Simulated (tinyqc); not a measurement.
Space-charge-limited current through a thin insulating or semi-insulating film with traps. From current density J back to band mobility mu. Computed by tinyqc, a small Python program. Command: `OMP_NUM_THREADS=1 python tinyqc.py 3000312 3000313 out.jsonl sclc inv`. One thread of a shared host (Intel(R) Xeon(R) Processor @ 2.30GHz), about 0.01 s of CPU time with the checks.

One ohmic injecting contact at x = 0 (field zero), drift only, non-degenerate free carriers.

Inputs (values chosen for the exercise, modelled on Si3N4):
```
quantity                                            value    unit
permittivity eps                                      7.5       -
effective density of states N_c                   9.2e+19  1/cm^3
trap density N_t                                  3.4e+16  1/cm^3
equilibrium Fermi level below the band edge, E_0     0.69      eV
thickness d                                           190      nm
free density at the anode, in units of N_c        1.6e-05       -
temperature T                                         250       K
characteristic temperature T_c                        500       K
```

Traps: exponential tail.

Constants: k_B = 8.617333262e-05 eV/K; eps_0 = 8.8541878128e-12 F/m; e = 1.602176634e-19 C.

Method:
- Free density n_0 = N_c exp(-E_0/k_B T) in equilibrium; trapped density n_t(n) = N_t (n/N_c)^(T/T_c) (the low-temperature form).
- J = e mu n F and (eps eps_0/e) dF/dx = n - n_0 + n_t(n) - n_t(n_0) = rho(n). With F = J/(e mu n): d = (eps eps_0 J/(e^2 mu)) I_1 and V = (eps eps_0 J^2/(e^3 mu^2)) I_2, I_k = int_(n_L)^infinity dn/(n^(k+1) rho(n)), n_L the density at the anode; with u = n_L/n, 200 Gauss-Legendre points in t, u = 1 - (1 - t)^2.
- Anode field J/(e mu n_L); Mott-Gurney current (9/8) eps eps_0 mu V^2/d^3; ohmic current e n_0 mu V/d.

Question. A run gave the result below. Find the band mobility mu, known to lie between 0.12 and 0.22 cm^2/(V s).

current density J = 0.4517757 A/cm^2

Answer.

Each step takes the trial c = (a f_b - b f_a)/(f_b - f_a), f being the result less the target and a, b, c the logarithms of the listed values; c replaces end b, the old b replaces a if the sign of f changed, and otherwise f_a is halved.

Scan of the range:
```
band mobility mu (cm^2/(V s))  current density J (A/cm^2)
0.120                                            0.410084
0.133                                            0.454510
0.147                                            0.502353
0.162                                            0.553613
0.180                                            0.615126
0.199                                            0.680056
0.220                                            0.751820
```

False position (Illinois rule, in the logarithm of the input) inside the bracket:
```
step     end a     end b     trial  current density J (A/cm^2)
1     0.120000  0.133000  0.132161                    0.451642
2     0.133000  0.132161  0.132200                    0.451775
3     0.133000  0.132200  0.132200                    0.451776
4     0.132200  0.132200  0.132200                    0.451776
```

Current density J rises at every point of a 13-point scan of the range (every second point is shown), so one value fits; it is bracketed by 0.120 and 0.133. The scan shows a pure power law with exponent 1.000, so scaling from any one row also gives the answer directly. Answer: band mobility mu = 0.1322 cm^2/(V s).

Caution: V is below 10 k_B T/e, where diffusion from the contact, left out here, dominates.
